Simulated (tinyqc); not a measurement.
Inside a calculation: two-band k.p model of the Delta valleys near the X point under shear strain. Values are carried at full precision from step to step, so a last printed digit may differ when a step is redone from the rounded ones.

Constants: hbar^2/2m0 = 3.80998211 eV angstrom^2.

Parameters, chosen for this exercise (near those of Si; shifted at random, so the results belong to these values and not to a real crystal): a = 5.426 angstrom (lattice constant); ml = 0.928 m0 (longitudinal mass); mt = 0.192 m0 (transverse mass); kx0 = 0.147 2 pi/a (distance of the minimum from X); D = 13.1 eV (shear deformation potential); Mp = 0.23 m0 (coupling mass); exy = -0.0036 (shear strain); k = (0.014, 0.036, 0.129) 1/angstrom (wave vector from X).

## Scales

k0 = kx0 2 pi/a; Delta = 2 c k0^2/ml with c = hbar^2/2m0, half the splitting of the two bands at k0; eta = D exy/Delta measures the shear coupling against it.

k0 = 0.17022 1/angstrom
Delta = 0.23792 eV
eta = -0.1982
splitting of the two bands at X, 2 |D exy| = 0.0943 eV

## The Hamiltonian at one k

Valley pair on the [001] axis, kz counted from the X point, c = hbar^2/2m0, k0 = kx0 2 pi/a. H = (c kz^2/ml + c (kx^2 + ky^2)/mt + c k0^2/ml) 1 + (2 c k0 kz/ml) sigma_z + (D exy - 2 c kx ky/Mp) sigma_x, so E = c kz^2/ml + c (kx^2 + ky^2)/mt + c k0^2/ml -/+ sqrt((2 c k0 kz/ml)^2 + (D exy - 2 c kx ky/Mp)^2). Without strain the lower band has its minima, E = 0, at kz = +/- k0. Shifts from diagonal strain are left out.

Fill in the 2 x 2 matrix (sigma_z diagonal) and give its levels.

H(k) (eV):
```
         1        2
1   0.3972  -0.0639
2  -0.0639   0.0366
```

levels (eV): 0.0256  0.4082

## Position, depth and masses of the minimum

For |eta| < 1: k_min = k0 sqrt(1 - eta^2), E_min = -Delta eta^2/2, ml(eta) = ml/(1 - eta^2), 1/m[110] = 1/mt + eta/Mp, 1/m[1-10] = 1/mt - eta/Mp. For |eta| > 1 the minimum sits at X: E_min = -Delta (2 |eta| - 1)/2, ml(eta) = ml/(1 - 1/|eta|), and eta is replaced by its sign in the transverse masses.

k_min = 0.1668 1/angstrom
E_min = -4.67 meV
ml(eta) = 0.966 m0

masses along [110] and [1-10] (m0): 0.2301  0.1647

The minimum has moved 2.0 % of the way to X; electrons are lighter along [1-10] (-14.2 % against mt) and heavier across (+19.8 %).

## The two bands along kz

kx = ky = 0, kz from 0 to 1.6 k0 in steps of 0.2 k0, with and without the strain.

Levels (eV):
```
kz/k0  kz (1/angstrom)    lower   upper  lower, no strain  upper, no strain
0.0             0.0000   0.0718  0.1661            0.1190            0.1190
0.2             0.0340   0.0567  0.1907            0.0761            0.1713
0.4             0.0681   0.0318  0.2442            0.0428            0.2332
0.6             0.1021   0.0114  0.3121            0.0190            0.3045
0.8             0.1362  -0.0010  0.3912            0.0048            0.3854
1.0             0.1702  -0.0046  0.4805            0.0000            0.4758
1.2             0.2043   0.0009  0.5796            0.0048            0.5758
1.4             0.2383   0.0157  0.6885            0.0190            0.6852
1.6             0.2724   0.0399  0.8071            0.0428            0.8042
```

## Checks

- Depth of the minimum by numerical search against the closed form (eV): both -0.004674.
- Mass along [110] by finite differences against the closed form: both 0.2301.

Run: tinyqc, `OMP_NUM_THREADS=1 python tinyqc.py 1051511 1051512 out.jsonl`; Intel(R) Xeon(R) Processor @ 2.30GHz, one thread, shared host; about 0.01 s of CPU time with all checks.
